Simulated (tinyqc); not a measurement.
Worked calculation: Kane-Mele model of a buckled honeycomb layer in a normal field. Values are carried at full precision from step to step, so a last printed digit may differ when a step is redone from the rounded ones.

Sublattices A and B lie at +/-b, so the field gives them the energies +/-D, D = e b Ez (in eV for b in angstrom and Ez in V/angstrom); 2 lam is the gap at zero field. Near the valleys tau = +/-1, for spin sz = +/-1: H = hbar v (tau qx sx + qy sy) + m sz_AB with m = D - tau sz lam, hbar v = (sqrt3/2) a t. On the lattice the spin-orbit term is the second-neighbour hopping i (lam/3 sqrt3) nu sz, nu = +/-1 by the sense of the turn. The filled band of one cone contributes tau sign(m)/2 to the Chern number, in the sense Omega = curl of i<u|grad u>. Rashba terms are left out.

Constants: hbar^2/2m0 = 3.80998211 eV angstrom^2.

Parameters, chosen for this exercise (of the size used for germanene; shifted at random, so the results belong to these values and not to a real crystal): a = 4.08 angstrom (lattice constant); t = 1.42 eV (hopping); lam = 0.05 eV (spin-orbit half gap); b = 0.33 angstrom (half the buckling height); Ez = 0.025 V/angstrom (normal field at the atoms, after screening; 0.01 is 1 MV/cm, and gates reach some 0.05); q = 0.0028 1/angstrom (distance from K along x).

## The four Dirac masses

Form D, hbar v, and for each flavour m, the gap 2|m|, the band mass 2c|m|/(hbar v)^2 with c = hbar^2/2m0, and the share of the Chern number.

D = 8.250 meV
hbar v = 5.0174 eV angstrom

Flavours:
```
tau  sz  m (meV)  gap (meV)  mass (m0)  share of C
1     1  -41.750     83.500    0.01264        -0.5
1    -1   58.250    116.500    0.01763         0.5
-1    1   58.250    116.500    0.01763        -0.5
-1   -1  -41.750     83.500    0.01264         0.5
```

## Invariants

C(up) and C(down) are the sums over valleys; spin Chern number (C(up) - C(down))/2; valley number, the sum for tau = +1 less that for tau = -1; Z2 index |C(up)| mod 2; critical field lam/b.

C(up), C(down): [-1, 1]

spin Chern number = -1
valley number = 0
Z2 = 1
critical field = 0.1515 V/angstrom

|D| < lam: the masses of one spin have opposite signs in the two valleys, a quantum spin Hall insulator.

## Levels and curvature at distance q

E = sqrt(m^2 + (hbar v q)^2); curvature of the filled band Omega = tau (hbar v)^2 m/(2 E^3).

At q:
```
tau  sz  E (meV)  Omega (angstrom^2)
1     1   44.050               -6148
1    -1   59.920                3408
-1    1   59.920               -3408
-1   -1   44.050                6148
```

In each valley the two spins differ by 15.870 meV, with opposite order in the other valley.

## Checks

- Curvature formula against a plaquette: both -6148.

Computed by tinyqc, a small Python program: `OMP_NUM_THREADS=1 python tinyqc.py 1481012 1481013 out.jsonl` (the numbers bound the seed that draws the inputs); one thread of a shared host (Intel(R) Xeon(R) Processor @ 2.30GHz), about 0.01 s for the whole set of steps.
